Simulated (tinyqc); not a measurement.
Transfer curve: field-effect mobility of a thin-film transistor with band-tail and deep states (multiple trapping). Computed by tinyqc, a small Python program. Command: `OMP_NUM_THREADS=1 python tinyqc.py 3021075 3021076 out.jsonl tft walk`. One thread of a shared host (Intel(R) Xeon(R) Processor @ 2.30GHz), about 0.1 s of CPU time with the checks.

A thick film in accumulation at small drain voltage. Only free electrons move; trapped ones still screen the gate. N_c and mu_0 are held fixed when T changes, leaving out the T^(3/2) growth of N_c. x = E_0 - psi is the distance of the Fermi level below the band edge.

Inputs (values chosen for the exercise, modelled on polycrystalline silicon):

| quantity | value | unit |
|---|---|---|
| permittivity eps | 11.7 | - |
| effective density of states N_c | 2.6e+19 | 1/cm^3 |
| band mobility mu_0 | 130 | cm^2/(V s) |
| tail density at the edge g_t | 1.4e+21 | 1/(eV cm^3) |
| tail width E_t | 38 | meV |
| flat-band Fermi level below the edge, E_0 | 0.45 | eV |
| equivalent oxide thickness t | 12 | nm |
| temperature T | 350 | K |

Deep states: none.

Constants: k_B = 8.617333262e-05 eV/K; e = 1.602176634e-19 C; eps_0 = 8.8541878128e-12 F/m.

Method:
- F_j(eta) = int_0^infinity x^j/(1 + exp(x - eta)) dx, without a gamma-function factor.
- Integrals over x = E/(k_B T) use 160 Gauss-Legendre points in u = sqrt(x) from 0 to sqrt(max(eta, 0) + 32).
- Free n(x) = N_c (2/sqrt(pi)) F_1/2(-x/k_B T), with F_1/2 from its two-term series in exp(-x/k_B T) for x >= 12 k_B T; tail n_t(x) = int_0^1.2eV g_t exp(-E/E_t)/(1 + exp((x - E)/k_B T)) dE, E counted down from the edge, 120 Gauss-Legendre points; space charge rho(psi) = n + n_t less its value at psi = 0.
- Poisson: F(psi) = sqrt((2 e/(eps eps_0)) int_0^psi rho dpsi'); V_G - V_FB = psi_s + eps F(psi_s) t/3.9; free sheet density N_f = int (n - n(E_0))/F dpsi; induced sheet density N_i = eps eps_0 F(psi_s)/e; trapezoid rule on 301 even points in psi, the first interval left out of N_f.
- mu_eff = mu_0 N_f/N_i; field-effect mobility mu_FE = mu_0 e (dN_f/dV_G)/C_ox and swing S = dV_G/dlog10(N_f), by a central difference of +/- 2 mV in psi_s; C_ox = 3.9 eps_0/t.

Against the band bending:

| psi_s (V) | V_G - V_FB (V) | N_f (1/cm^2) | mu_eff (cm^2/(V s)) | mu_FE (cm^2/(V s)) | S (mV/decade) |
|---|---|---|---|---|---|
| 0.16 | 0.2765 | 2.7296e+09 | 1.695 | 1.483 | 306.8 |
| 0.23 | 0.5234 | 1.0846e+10 | 2.675 | 3.298 | 548.2 |
| 0.28 | 0.8303 | 2.9733e+10 | 3.911 | 5.618 | 882.3 |
| 0.32 | 1.2155 | 6.7572e+10 | 5.462 | 8.639 | 1304.0 |
| 0.36 | 1.7893 | 1.5540e+11 | 7.870 | 13.651 | 1897.8 |
| 0.40 | 2.6167 | 3.6002e+11 | 11.756 | 22.524 | 2664.7 |
| 0.43 | 3.4291 | 6.7187e+11 | 16.215 | 33.393 | 3354.0 |
| 0.46 | 4.4046 | 1.2212e+12 | 22.408 | 48.309 | 4213.7 |
| 0.50 | 5.9401 | 2.4877e+12 | 33.099 | 70.250 | 5902.0 |

What follows from these numbers?

The steepest swing among the rows is 307 mV/decade. mu_eff climbs from 1.7 to 33, 25 % of mu_0 in the last row. Between rows 6 and 7 N_f scales as (V_G - V_FB - psi_s)^2.06; an exponential tail holding all the charge would give the larger of 1 and 2 E_t/k_B T - 1, here 1.52, and free charge alone 1.
